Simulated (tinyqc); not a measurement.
Decay of LO phonons and the hot-phonon bottleneck in the cooling of electrons: one step, computed by the program tinyqc.

n(E, T) = 1/(exp(E/(k_B T)) - 1) is the Bose occupation. Electrons have a temperature T_e; the LO modes within their reach share one occupation N; the decay products stay at the lattice temperature.

Task: Electron and phonon temperatures in closed form. Net emission per electron: [(N + 1) x - N]/tau_sp with x = exp(-hbar omega/(k_B T_e)), a simple two-level balance; steady state of the modes: n [(N + 1) x - N]/tau_sp = N_m (N - N_0)/tau; power per electron P = hbar omega [(N + 1) x - N]/tau_sp. With p = P tau_sp/(hbar omega): N = N_0 + r p and x = (p + N)/(N + 1); without hot phonons N = N_0. The mode temperature T_LO solves n(hbar omega, T_LO) = N.

Inputs (values chosen for the exercise, modelled on indium arsenide): LO energy hbar omega = 29.4 meV; lattice temperature T = 300 K; power supplied per electron P = 3.8 nW.

Decay channel: two unequal phonons (Ridley).

emission time tau_sp = 240.6039 fs

equilibrium LO occupation N_0 = 0.4721081

bottleneck ratio r = 0.01667109

Constants: e = 1.602176634e-19 C; k_B = 8.617333262e-05 eV/K.

Give: reduced power p; LO occupation N; electron temperature T_e; T_e without hot phonons; mode temperature T_LO.

Result:

reduced power p = 0.19410

LO occupation N = 0.47534

electron temperature T_e = 431.76 K

T_e without hot phonons = 430.31 K

mode temperature T_LO = 301.23 K
